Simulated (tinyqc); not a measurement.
Changing the anneal temperature T: dopants and charged point defects at anneal temperature: Fermi-level effect, clustering and pairing. Computed by tinyqc, a small Python program. Command: `OMP_NUM_THREADS=1 python tinyqc.py 3004859 3004860 out.jsonl pairing sweep`. One thread of a shared host (Intel(R) Xeon(R) Processor @ 2.30GHz), about 0.04 s of CPU time with the checks.

Boltzmann statistics and full ionisation of active dopants. Energies are counted from the valence band; the defect (a vacancy or self-interstitial) has five charge states, with all degeneracy factors one.

Inputs (values chosen for the exercise, with bands modelled on 4H-SiC):

| quantity | value | unit |
|---|---|---|
| gap at 0 K E_g0 | 3.27 | eV |
| Varshni alpha | 0.00032 | eV/K |
| Varshni beta | 673 | K |
| electron mass m_e | 0.38 | m_0 |
| valleys M_c | 3 | - |
| hole mass m_h | 2.04 | m_0 |
| total dopant density N | 2.5e+20 | cm^-3 |
| formation enthalpy of the neutral defect H_f | 5.16 | eV |
| formation entropy S_f | 9.9 | k_B |
| site density N_s | 3.6e+22 | cm^-3 |
| dopant atoms per cluster k | 4 | - |
| cluster binding energy E_b | 3.41 | eV |

Dopant: acceptor. Second part: clustering of the dopant.

defect levels as fractions of E_g(T): (2+/+), (+/0), (0/-), (-/2-): 0.18  0.13  0.5  0.81

Constants: m_0 = 9.1093837015e-31 kg; k_B = 1.380649e-23 J/K; h = 6.62607015e-34 J s; k_B = 8.617333262e-05 eV/K.

Method:
- E_g = E_g0 - alpha T^2/(T + beta).
- N_c = 2 M_c (2 pi m_e k_B T/h^2)^(3/2) and N_v = 2 (2 pi m_h k_B T/h^2)^(3/2), masses in units of m_0.
- n_i = sqrt(N_c N_v) exp(-E_g/2 k_B T); E_i = E_g/2 + (k_B T/2) ln(N_v/N_c).
- p = A/2 + sqrt(A^2/4 + n_i^2) for an active density A.
- k ionised dopants and k carriers form one neutral cluster: C = N_s (A/N_s)^k (p/N_b)^k exp(E_b/k_B T), N_b the effective density of states of the majority band, and N = A + k C (60 bisections in ln A between ln N - 90 and ln N).
- chi = n/n_i (for acceptors n_i/p); E_F = E_i + k_B T ln chi; field enhancement h = 1 + A/sqrt(A^2 + 4 n_i^2).
- C_0 = N_s exp(S_f/k_B) exp(-H_f/k_B T). Ratios to the neutral state at E_F = E_i: r_+ = exp((E(+/0) - E_i)/k_B T), r_2+ = r_+ exp((E(2+/+) - E_i)/k_B T), r_- = exp((E_i - E(0/-))/k_B T), r_2- = r_- exp((E_i - E(-/2-))/k_B T); at other E_F state q scales as chi^(-q). The enhancement is sum r_q chi^(-q)/sum r_q. The charge on the defects is left out of neutrality.

One run for each value:

| anneal temperature T (K) | all defects, doped (cm^-3) | enhancement over intrinsic | n_i (cm^-3) | active density A (cm^-3) | mean charge (e) |
|---|---|---|---|---|---|
| 1030 | 2.091e+03 | 16.99 | 7.022e+12 | 1.506e+19 | 1.905 |
| 1130 | 2.627e+05 | 12.44 | 4.290e+13 | 2.457e+19 | 1.876 |
| 1240 | 2.146e+07 | 9.23 | 2.276e+14 | 3.853e+19 | 1.841 |
| 1340 | 6.203e+08 | 7.26 | 8.273e+14 | 5.446e+19 | 1.806 |
| 1450 | 1.452e+10 | 5.73 | 2.815e+15 | 7.539e+19 | 1.765 |
| 1550 | 1.710e+11 | 4.70 | 7.432e+15 | 9.713e+19 | 1.724 |
| 1660 | 1.806e+12 | 3.83 | 1.903e+16 | 1.234e+20 | 1.674 |
| 1760 | 1.175e+13 | 3.20 | 4.067e+16 | 1.485e+20 | 1.625 |

What does the table show, and why?

Over the rows, all defects, doped (cm^-3) rises from 2090 to 1.17e13 (exponent d ln y / d ln x 52 between the first rows and 32 between the last); enhancement over intrinsic falls from 17.0 to 3.20 (exponent d ln y / d ln x -3.4 between the first rows and -3.0 between the last); n_i (cm^-3) rises from 7.02e12 to 4.07e16 (exponent d ln y / d ln x 20 between the first rows and 13 between the last). A line through ln(all defects) against 1/(k_B T) gives 4.81 eV, against H_f = 5.16 eV for the neutral state alone.
